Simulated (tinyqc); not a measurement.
Worked calculation: low-temperature mobility of a two-dimensional electron gas with static screening. Computed by tinyqc, a small Python program that keeps every step. Command: `OMP_NUM_THREADS=1 python tinyqc.py 3002312 3002313 out.jsonl twodeg walk`. One thread of a shared host (Intel(R) Xeon(R) Processor @ 2.30GHz), about 0.01 s of CPU time with the checks. Intermediate numbers are printed to about 5 digits and carried at full precision; extremes and crossings named in words are read from the listed rows.

One subband is filled, the gas is degenerate and scatters at the Fermi circle; one permittivity serves on both sides of the interface. All formulas are in SI units, masses times m_0. Piezoelectric and polar phonons are left out, and n_s is taken as set by a gate, independent of N_i.

Inputs (values chosen for the exercise, modelled on a silicon inversion layer):
```
quantity                                        value    unit
in-plane mass m                                 0.192     m_0
mass across the layer m_z                       0.887     m_0
permittivity eps                                 11.6       -
valley degeneracy g_v                               2       -
sheet density n_s                             1.2e+12  1/cm^2
depletion charge N_d                          1.3e+11  1/cm^2
roughness height Delta                            0.5      nm
correlation length Lambda                          11      nm
remote charge density N_i                     2.3e+11  1/cm^2
distance d of the charges from the interface        2      nm
density rho                                      2329  kg/m^3
sound velocity v_l                               9030     m/s
deformation potential D_A                          11      eV
temperature T                                      40       K
```

Wave function: Fang-Howard. Roughness spectrum: Gaussian.

Constants: m_0 = 9.1093837015e-31 kg; e = 1.602176634e-19 C; eps_0 = 8.8541878128e-12 F/m; hbar = 1.054571817e-34 J s; k_B = 1.380649e-23 J/K.

## Fermi circle, screening and layer thickness

k_F = sqrt(2 pi n_s/g_v); E_F = hbar^2 k_F^2/(2 m); q_TF = g_v m e^2/(2 pi eps eps_0 hbar^2); Fang-Howard parameter b = [12 m_z e^2 (N_d + 11 n_s/32)/(eps eps_0 hbar^2)]^(1/3), mean depth 3/b; effective field F = e (N_d + n_s/2)/(eps eps_0).

k_F = 0.19416 1/nm

E_F = 7.4809 meV

q_TF = 1.2511 1/nm

b = 1.0573 1/nm

mean depth = 2.8373 nm

effective field F = 0.11387 MV/cm

q_TF/(2 k_F) = 3.22: screening is strong for back-scattering. Caution: k_B T exceeds a quarter of E_F, so scattering at the Fermi circle alone and zero-temperature screening are rough.

## The integrands at a few angles

Form factors with u = q/b: screening G(q) = [1 + 9u/8 + 3u^2/8]/(1 + u)^3, remote charge P(q) = exp(-q d)/(1 + u)^3. Dielectric function eps(q) = 1 + q_TF G(q)/q, with q = 2 k_F sin(theta/2). Roughness: <|U|^2> = (e F)^2 S(q), S = pi Delta^2 Lambda^2 exp(-q^2 Lambda^2/4). Remote charges: <|U|^2> = N_i [e^2 P(q)/(2 eps eps_0 q)]^2. The last two columns are (m/(pi hbar^3)) <|U|^2>/eps(q)^2.

Integrands (1e9/(s rad)):
```
theta (degrees)  q (1/nm)        G  eps(q)  roughness  remote charges
5                 0.01694  0.97072  72.700       2.82          955.11
15                0.05069  0.91656  23.624      24.89          733.08
30                0.10051  0.84556  11.526      83.28          492.92
60                0.19416  0.73525   5.738     145.82          229.77
90                0.27459  0.65908   4.003      95.77          117.75
135               0.35877  0.59312   3.068      32.49           58.04
180               0.38833  0.57268   2.845      19.38           45.23
```

## Interface roughness

1/tau_t = (m/(pi hbar^3)) int_0^pi (1 - cos theta) <|U|^2>/eps(q)^2 dtheta; the quantum rate 1/tau_q drops the factor (1 - cos theta); 200 Gauss-Legendre points in s with theta = pi s^2, s from 0 to 1; mu = e tau_t/m.

tau_t, roughness = 6.0801 ps

tau_q, roughness = 4.7165 ps

roughness mobility = 55697 cm^2/(V s)

tau_t/tau_q, roughness = 1.2891

k_F Lambda = 2.14.

## Remote charges

The formulas are those given above.

tau_t, charges = 3.5079 ps

tau_q, charges = 1.3103 ps

remote-charge mobility = 32134 cm^2/(V s)

tau_t/tau_q, charges = 2.6772

With D = d + 3/b = 4.84 nm, k_F D = 0.94 and q_TF D = 6.05. When both are large, only small angles survive the factor exp(-2 q D) and tau_t/tau_q tends to (2 k_F D)^2, here 3.53; that limit is not reached.

## Acoustic phonons

Unscreened deformation potential in equipartition: 1/tau = m D_A^2 k_B T I/(rho v_l^2 hbar^3), I = int |psi|^4 dz = 3 b/16 for the Fang-Howard function (used for both wave-function options); mu = e tau/m. Bloch-Grueneisen temperature T_BG = 2 hbar v_l k_F/k_B.

acoustic mobility = 34303 cm^2/(V s)

T_BG = 26.784 K

Caution: T is not well above T_BG, where phonon scattering freezes out faster than equipartition says; the acoustic mobility is a lower bound.

## All together

At the Fermi circle the rates add, so 1/mu is the sum; sheet resistance 1/(n_s e mu); mean free path hbar k_F mu/e; the quantum time adds the rates 1/tau_q, with the isotropic acoustic rate e/(m mu).

Mobilities:
```
process           mu (cm^2/(V s))  share of 1/mu (%)
roughness                   55697             22.952
remote charges              32134             39.782
acoustic phonons            34303             37.266
```

mobility mu = 12784 cm^2/(V s)

sheet resistance = 406.87 ohm

mean free path = 163.37 nm

Dingle ratio tau_t/tau_q = 1.7336

The largest single share of 1/mu (40 %) belongs to remote charges: they are many or near enough that screening leaves their potential the strongest. The Dingle ratio of 1.73 marks mostly large-angle scattering.

Checks made by the program: angular integral against adaptive quadrature (relative difference below 1e-10).
